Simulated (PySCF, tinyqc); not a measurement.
Worked calculation: coupled-perturbed Hartree-Fock on RHF in the sto-3g basis, for BeH+, spin multiplicity 1. The lowest restricted solution is unstable here: a spin-polarised one lies 0.0193 hartree lower (PySCF). One step of it, computed by the program tinyqc.

Problem. Iteration 1: building the Fock matrix. J_ij = sum D_kl (ij|kl), K_ij = sum D_kl (ik|jl); F = H + J - 0.5 K; E = tr D H + tr D J / 2 - 0.25 tr D K + E_nn.

D at the start, order 1Be 1s, 1Be 2s, 1Be 2px, 1Be 2py, 1Be 2pz, 2H 1s:
```
[[1.725923, -0.428522, 0.000000, 0.000000, 0.006753, -0.027279],
 [-0.428522, 1.669205, 0.000000, 0.000000, -0.017436, 0.104111],
 [0.000000, 0.000000, 0.000000, 0.000000, 0.000000, 0.000000],
 [0.000000, 0.000000, 0.000000, 0.000000, 0.000000, 0.000000],
 [0.006753, -0.017436, 0.000000, 0.000000, 0.001092, 0.025074],
 [-0.027279, 0.104111, 0.000000, 0.000000, 0.025074, 0.761350]]
```

core Hamiltonian H = T + V (hartree), order 1Be 1s, 1Be 2s, 1Be 2px, 1Be 2py, 1Be 2pz, 2H 1s:
```
[[-8.134919, -2.001757, 0.000000, 0.000000, -0.008278, -0.133029],
 [-2.001757, -2.367428, 0.000000, 0.000000, -0.085295, -0.518172],
 [0.000000, 0.000000, -1.880376, 0.000000, 0.000000, 0.000000],
 [0.000000, 0.000000, 0.000000, -1.880376, 0.000000, 0.000000],
 [-0.008278, -0.085295, 0.000000, 0.000000, -1.936888, -0.637682],
 [-0.133029, -0.518172, 0.000000, 0.000000, -0.637682, -1.537335]]
```

Two-electron integrals (ij|kl) in chemists' order, unique and non-zero (hartree):
```
(11|11) 2.298831   (21|11) 0.392036   (21|21) 0.079539   (22|11) 0.570988
(22|21) 0.143041   (22|22) 0.417683   (31|31) 0.014607   (32|31) 0.021888
(32|32) 0.092265   (33|11) 0.569578   (33|21) 0.143083   (33|22) 0.417589
(33|33) 0.449859   (41|41) 0.014607   (42|41) 0.021888   (42|42) 0.092265
(43|43) 0.024249   (44|11) 0.569578   (44|21) 0.143083   (44|22) 0.417589
(44|33) 0.401360   (44|44) 0.449859   (51|51) 0.014607   (52|51) 0.021888
(52|52) 0.092265   (53|53) 0.024249   (54|54) 0.024249   (55|11) 0.569578
(55|21) 0.143083   (55|22) 0.417589   (55|33) 0.401360   (55|44) 0.401360
(55|55) 0.449859   (61|11) 0.025139   (61|21) 0.005104   (61|22) 0.009282
(61|33) 0.009222   (61|44) 0.009222   (61|51) 0.000479   (61|52) 0.000901
(61|55) 0.009406   (61|61) 0.000345   (62|11) 0.092272   (62|21) 0.023621
(62|22) 0.079654   (62|33) 0.076328   (62|44) 0.076328   (62|51) 0.002993
(62|52) 0.021330   (62|55) 0.086220   (62|61) 0.001686   (62|62) 0.027617
(63|31) 0.001694   (63|32) 0.008895   (63|53) 0.003300   (63|63) 0.001894
(64|41) 0.001694   (64|42) 0.008895   (64|54) 0.003300   (64|64) 0.001894
(65|11) 0.112527   (65|21) 0.029048   (65|22) 0.101749   (65|33) 0.096020
(65|44) 0.096020   (65|51) 0.004659   (65|52) 0.032512   (65|55) 0.113092
(65|61) 0.002126   (65|62) 0.039136   (65|65) 0.056227   (66|11) 0.267655
(66|21) 0.069434   (66|22) 0.261935   (66|33) 0.245690   (66|44) 0.245690
(66|51) 0.008205   (66|52) 0.079931   (66|55) 0.294000   (66|61) 0.004957
(66|62) 0.126123   (66|65) 0.186300   (66|66) 0.774606
```

nuclear repulsion = 1.07120893 hartree

Give: Coulomb J; exchange K; Fock matrix F; total energy of this density.

Solution.

Coulomb J (hartree), order 1Be 1s, 1Be 2s, 1Be 2px, 1Be 2py, 1Be 2pz, 2H 1s:
```
[[4.813, 0.906, 0.000, 0.000, 0.007, 0.059],
 [0.906, 1.781, 0.000, 0.000, 0.064, 0.375],
 [0.000, 0.000, 1.765, 0.000, 0.000, 0.000],
 [0.000, 0.000, 0.000, 1.765, 0.000, 0.000],
 [0.007, 0.064, 0.000, 0.000, 1.805, 0.491],
 [0.059, 0.375, 0.000, 0.000, 0.491, 1.462]]
```

exchange K (hartree), order 1Be 1s, 1Be 2s, 1Be 2px, 1Be 2py, 1Be 2pz, 2H 1s:
```
[[3.764, 0.639, 0.000, 0.000, 0.003, 0.045],
 [0.639, 0.749, 0.000, 0.000, 0.037, 0.253],
 [0.000, 0.000, 0.164, 0.000, 0.000, 0.000],
 [0.000, 0.000, 0.000, 0.164, 0.000, 0.000],
 [0.003, 0.037, 0.000, 0.000, 0.216, 0.196],
 [0.045, 0.253, 0.000, 0.000, 0.196, 0.669]]
```

Fock matrix F (hartree), order 1Be 1s, 1Be 2s, 1Be 2px, 1Be 2py, 1Be 2pz, 2H 1s:
```
[[-5.205, -1.415, 0.000, 0.000, -0.003, -0.097],
 [-1.415, -0.961, 0.000, 0.000, -0.040, -0.270],
 [0.000, 0.000, -0.197, 0.000, 0.000, 0.000],
 [0.000, 0.000, 0.000, -0.197, 0.000, 0.000],
 [-0.003, -0.040, 0.000, 0.000, -0.240, -0.245],
 [-0.097, -0.270, 0.000, 0.000, -0.245, -0.409]]
```

total energy of this density = -12.59207 hartree

This density is the starting one; it is not idempotent, so its energy is not variational and may lie below the converged one.
